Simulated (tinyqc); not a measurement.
## Thermal RC ladder, step response: time step and accuracy

A ladder of 2 nodes: R_i joins node i to node i + 1, the last R to the ambient; C_i is the heat capacity of node i; theta is the rise above ambient, zero at t = 0. d theta/dt = -A theta + b with b = (Pw/C_1, 0, ...), times in ms.

A = C^(-1) K, K_ii = 1/R_(i-1) + 1/R_i (no first term for node 1), K_(i,i+1) = K_(i+1,i) = -1/R_i. The time constants tau_k are the inverse eigenvalues of A; the rise of node 1 per watt is Z(t) = sum_k r_k (1 - exp(-t/tau_k)), with r_k = v_k1^2 tau_k/C_1 and v_k the unit eigenvectors of C^(-1/2) K C^(-1/2). Both schemes run from t = 0 to 2.8 ms in M equal steps dt: explicit, theta(new) = theta + dt (b - A theta); implicit, (1 + dt A) theta(new) = theta + dt b. Errors of node 1 are against Pw Z; tau_1 is the shortest time constant.

Inputs (values chosen for the exercise): resistances, junction to ambient R = [1.2, 0.43] K/W; heat capacities of the nodes C = [0.66, 6.1] mJ/K; power at node 1 from t = 0 Pw = 50 W.

Time step and accuracy:

| M | dt/tau_1 | error, explicit (%) | error, implicit (%) |
|---|---|---|---|
| 2 | 2.027 | -62.56 | -10.20 |
| 3 | 1.352 | 7.834 | -6.844 |
| 4 | 1.014 | 3.890 | -5.118 |
| 8 | 0.5068 | 2.212 | -2.515 |
| 16 | 0.2534 | 1.162 | -1.236 |
| 32 | 0.1267 | 0.5926 | -0.6109 |
| 64 | 0.06335 | 0.2989 | -0.3034 |
| 128 | 0.03168 | 0.1500 | -0.1512 |

With 2 steps the errors are -63 % (explicit) and -10 % (implicit), with 128 steps 0.15 and -0.15 %. The last doubling divides them by 2.0 and 2.0: both schemes are of first order, with errors of opposite sign. The explicit scheme is stable only for dt < 2 tau_1, and the first row, at 2.03, sits next to that limit, so its error does not follow the trend.

tinyqc, about 0.01 s, one thread, Intel Xeon 2.30GHz (shared host): `OMP_NUM_THREADS=1 python tinyqc.py 2520030 2520031 out.jsonl`
